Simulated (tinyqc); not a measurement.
Worked calculation: UKS/B3LYP (VWN-RPA form) in the sto-6g basis, for Be+, spin multiplicity 2. One step of it, computed by the program tinyqc.

Question. Iteration 2: DIIS coefficients. Solve [B -1; -1 0][c; lambda] = [0; -1] for the coefficients, which sum to one.

B (overlaps of the stored error matrices):
```
               1              2
1  8.4900984e-02  1.3310229e-03
2  1.3310229e-03  2.0866918e-05
```

Give: DIIS coefficients.

Answer.

DIIS coefficients: -0.016  1.016
